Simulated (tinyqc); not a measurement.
Changing the metal thickness h: growth of a silicide layer between metal and silicon: linear-parabolic kinetics, ramp anneals and Kissinger analysis. Computed by tinyqc, a small Python program. Command: `OMP_NUM_THREADS=1 python tinyqc.py 3016904 3016905 out.jsonl silicide sweep`. One thread of a shared host (Intel(R) Xeon(R) Processor @ 2.30GHz), about 0.1 s of CPU time with the checks.

One compound layer of thickness x grows by diffusion through itself and reaction at an interface, dx/dt = 1/(2x/K + 1/v), until the metal is used up at x = a h.

Inputs (values chosen for the exercise, modelled on Ni2Si):
```
quantity                                  value          unit
silicide formed per metal thickness a      1.47             -
silicon consumed per metal thickness b     0.91             -
prefactor of the parabolic constant K   2.6e+14        nm^2/s
activation energy E of K                   1.45            eV
prefactor of the interface velocity v   1.4e+14          nm/s
activation energy E_v                      1.59            eV
temperature T                               320             C
time t                                      240             s
ramp rate beta                                3           C/s
silicide resistivity                         26  micro-ohm cm
junction depth x_j                           26            nm
```

Constants: k_B = 8.617333262e-05 eV/K.

Method:
- The silicide ends at the thickness a h.
- Silicon consumed b h, sheet resistance rho/(final thickness) with 1 micro-ohm cm/nm = 10 ohm; margin to the junction x_j - b h.
- K = K0 exp(-E/(k_B T)), v = v0 exp(-E_v/(k_B T)).
- Temperatures in kelvin are T(C) + 273.15.
- x^2/K + x/v = t, so x = (K/(2v)) [sqrt(1 + 4 v^2 t/K) - 1], capped at a h; completion time t_c = (a h)^2/K + a h/v, a h being the final thickness; crossover thickness K/v.
- Ramp from x = 0 at 100 C at the rate beta: dx/dT = (1/beta)/(2x/K + 1/v), integrated adaptively (tolerance 1e-9) until x = a h at T_f.

One run for each value; columns: (1) metal thickness h (nm); (2) completion time (s); (3) completion temperature T_f (C); (4) sheet resistance (ohm/square); (5) silicon consumed (nm):
```
(1)          (2)    (3)    (4)      (5)
1.0    3.569e-01  273.1  176.9    0.910
1.9    7.077e-01  283.7   93.1    1.729
3.8    1.541e+00  296.2   46.5    3.458
7.3    3.404e+00  309.6   24.2    6.643
14.0   8.157e+00  325.4   12.6   12.740
27.0   2.183e+01  344.7    6.6   24.570
53.0   6.678e+01  368.8    3.3   48.230
100.0  2.076e+02  395.5    1.8   91.000
200.0  7.627e+02  429.3    0.9  182.000
```

Over the rows, completion time (s) rises from 0.357 to 763 (exponent d ln y / d ln x 1.1 between the first rows and 1.9 between the last); completion temperature T_f (C) rises from 273 to 429; sheet resistance (ohm/square) falls from 177 to 0.884 (exponent d ln y / d ln x about -1.0 throughout). At the low end the exponent of completion time is 1.07, close to 1: interface control. The exponent of sheet resistance stays at -1: R_s = rho/(a h). A thicker film lowers R_s but eats further into the junction.

Caution (rows 1.00, 1.90, 3.80, 7.30): so thin a film has a resistivity above the bulk value and tends to agglomerate.

Extremes, crossings and ranges named in words are read from the listed rows.
